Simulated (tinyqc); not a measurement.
Worked calculation: bound state in one dimension: Numerov shooting, finite differences, DVR. Computed by tinyqc, a small Python program that keeps every step. Settings: points = 48. Command: `OMP_NUM_THREADS=1 python tinyqc.py 28751 28752 out.jsonl` (the two numbers bound the seeds that draw the settings). One thread of a shared host (Intel(R) Xeon(R) Processor @ 2.60GHz), about 0.01 s of CPU time with the checks.

## Numerov steps at E = 0.1

One particle of mass 1 in V = 0.65^2 x^2/2 + 0 x^4 (atomic units), psi = 0 at both ends:
```
parameter                 value
left end              -4.500000
right end              4.500000
intervals                    48
h                      0.187500
state sought (nodes)          1
```

k_i = 2 m (E - V_i); (1 + h^2 k_(i+1)/12) y_(i+1) = 2 (1 - 5 h^2 k_i/12) y_i - (1 + h^2 k_(i-1)/12) y_(i-1), from y_0 = 0, y_1 = 0.001.

Points along the way:
```
i           x         V          k         y
0   -4.500000  4.277812  -8.355625  0.000000
1   -4.312500  3.928755  -7.657510  0.001000
2   -4.125000  3.594551  -6.989102  0.002271
3   -3.937500  3.275200  -6.350400  0.004105
4   -3.750000  2.970703  -5.741406  0.006866
5   -3.562500  2.681060  -5.162119  0.011024
16  -1.500000  0.475313  -0.750625  0.427984
17  -1.312500  0.363911  -0.527822  0.525796
18  -1.125000  0.267363  -0.334727  0.633301
19  -0.937500  0.185669  -0.171338  0.748205
20  -0.750000  0.118828  -0.037656  0.867582
21  -0.562500  0.066841   0.066318  0.988099
```

## Bisection on the node count

With more sign changes than the state has nodes (the last point included) the energy is too high, else too low; the bracket starts as 0.1 to 12.

Trials:
```
trial           E  sign changes  y at the right end   next
1      6.05000000             8            2.49e-03  lower
2      3.07500000             5           -8.20e-03  lower
3      1.58750000             2            7.71e-02  lower
4      0.84375000             1           -3.61e+00  raise
5      1.21562500             2            1.31e+00  lower
6      1.02968750             2            7.45e-01  lower
7      0.93671875             1           -7.63e-01  raise
8      0.98320312             2            1.34e-01  lower
9      0.95996094             1           -2.75e-01  raise
10     0.97158203             1           -6.12e-02  raise
11     0.97739258             2            3.88e-02  lower
12     0.97448730             1           -1.07e-02  raise
13     0.97593994             2            1.42e-02  lower
14     0.97521362             2            1.80e-03  lower
...           ...           ...                 ...    ...
29     0.97510818             1           -2.28e-07  raise
30     0.97510819             1           -3.79e-08  raise
31     0.97510820             2            5.70e-08  lower
```

eigenvalue = 0.97510820 hartree

## The same grid by other methods

Three-point finite differences and the sine-DVR kinetic matrix of Colbert and Miller on the same points.

Lowest levels (hartree):
```
state  finite differences       DVR
0                0.324540  0.325005
1                0.972794  0.975118
2                1.620215  1.626278
3                2.271367  2.283268
```
